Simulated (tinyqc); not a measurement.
Worked calculation: Frenkel-Kontorova chain: a misfit dislocation (kink) in a monolayer on a periodic substrate. Computed by tinyqc, a small Python program that keeps every step. Command: `OMP_NUM_THREADS=1 python tinyqc.py 3022157 3022158 out.jsonl fkchain walk`. One thread of a shared host (Intel(R) Xeon(R) Processor @ 2.30GHz), about 0.02 s of CPU time with the checks. Intermediate numbers are printed to about 5 digits and carried at full precision; extremes and crossings named in words are read from the listed rows.

E = sum_j [(k/2)(x_(j+1) - x_j - b)^2 + (W/2)(1 - cos(2 pi x_j/a))], x_j = a (j + u_j). A kink takes u from 0 to 1: the chain is stretched by one period and has one atom fewer than wells.

Inputs (values chosen for the exercise, for a model overlayer): spring constant k = 1.1 eV/angstrom^2; substrate period a = 3.84 angstrom; corrugation W = 2.14 eV; misfit f = (b - a)/a = 0.48; atoms on each side n = 9; atomic mass M = 126 u.

Relaxation: Newton steps.

Constants: nu for 1 eV/(angstrom^2 u) = 15.6333042 THz.

## Continuum limit

l0 = sqrt(k a^2/(2 W)); kink u(j) = (2/pi) arctan exp(pi j/l0); kink energy at f = 0: E0 = (4/pi) W l0; with misfit E0 - k a^2 f; kinks become favourable at f_c = 2/(pi l0), and a coherent chain with free ends loses stability at f_m = 1/l0. Lowest vibration of the flat chain: nu0 = 15.6333042 THz x sqrt(2 pi^2 W/(a^2 M)).

kink width l0 = 1.9467

kink energy E0 = 5.3043 eV

kink energy with misfit = -2.4814 eV

critical misfit f_c = 0.32702

limit f_m = 0.51368

gap frequency nu0 = 2.3573 THz

f_c < f < f_m: kinks lower the energy, but must enter over a barrier at the ends. Caution: a corrugation above 1 eV is larger than real overlayers usually show; it is chosen to keep the kink narrow. Caution: for l0 below about 3 the kink spans few atoms, and the continuum kink energy is off by about 2 per cent or more.

## Start between two atoms

Discrete chain at f = 0, ends held at u = 0 and 1: E = (k a^2/2) sum (u_(j+1) - u_j)^2 + (W/2) sum (1 - cos 2 pi u_j), gradient g_j = k a^2 (2 u_j - u_(j-1) - u_(j+1)) + pi W sin(2 pi u_j), Hessian 2 k a^2 + 2 pi^2 W cos(2 pi u_j) on the diagonal and -k a^2 beside it. Free atoms j = -n..n-1 start from the continuum shape centred half-way, at j + 1/2.

u at the start: [0.00000, 0.00000, 0.00002, 0.00009, 0.00045, 0.00224, 0.01126, 0.05642, 0.26721, 0.73279, 0.94358, 0.98874, 0.99776, 0.99955, 0.99991, 0.99998, 1.00000, 1.00000]

E at the start = 5.0227 eV

gradient (eV): [0.0000, 0.0000, -0.0002, -0.0009, -0.0045, -0.0224, -0.1107, -0.3526, 2.5508, -2.5508, 0.3526, 0.1107, 0.0224, 0.0045, 0.0009, 0.0002, 0.0000, 0.0000]

## Relaxation

Start as above (continuum shape at j + 1/2, j = -n..n-1, l0 = sqrt(k a^2/(2 W))). u(new) = u - H^-1 g; stop when the largest gradient is below 1e-9 eV.

Course:
```
step  E (eV)  largest gradient (eV)
1     5.0227             2.5508e+00
2     4.8901             4.9382e-01
3     4.8857             9.8823e-03
4     4.8857             4.3577e-06
5     4.8857                      0
```

relaxed u: [0.00000, 0.00001, 0.00003, 0.00014, 0.00059, 0.00259, 0.01135, 0.04962, 0.21503, 0.78497, 0.95038, 0.98865, 0.99741, 0.99941, 0.99986, 0.99997, 0.99999, 1.00000]

energy, centre between atoms = 4.8857 eV

last gradient = 0 eV

Converged; the discrete energy is 0.9211 of the continuum value, which puts the discrete f_c = E/(k a^2) at 0.3012.

## Peierls barrier

Repeat by Newton steps with an atom at the centre (j = -n..n, u_0 = 1/2). Barrier = difference of the two energies; the lowest Hessian eigenvalue tells minimum from saddle.

energy, centre on an atom = 5.2422 eV

Peierls barrier = 356.51 meV

lowest eigenvalue, between atoms = 19.880 eV

lowest eigenvalue, on an atom = -16.661 eV

The atom-centred kink, with an atom on top of the corrugation, is a saddle and the other a minimum. The barrier is 17 % of W, what one atom alone would climb.

## Kink density above f_c

Frank and van der Merwe: the modulus q solves f = 2 E(q)/(pi l0 q), and the kinks per atom are pi/(2 l0 q K(q)), with the complete elliptic integrals K and E; strain left = f - density (for f above f_c = 2/(pi l0)).

Continuum ground state:
```
f             q  kinks per atom  strain left
0.3287  0.99897         0.18027      0.14843
0.3336  0.99525         0.21780      0.11580
0.3434  0.98666         0.25426      0.08914
0.3597  0.97076         0.29267      0.06703
0.3924  0.93624         0.34760      0.04480
0.4578  0.86550         0.43263      0.02517
0.5559  0.76737         0.54265      0.01325
0.7194  0.63534         0.71346      0.00594
```

0.51 % above f_c the density is already 0.55 of f: kinks repel only exponentially, so they flood in, as 1/|ln(f - f_c)|. At 2.2 f_c they take up 99.2 % of the misfit and the layer floats nearly free.

Checks made by the program: energy against a quasi-Newton minimiser (relative difference below 1e-10).
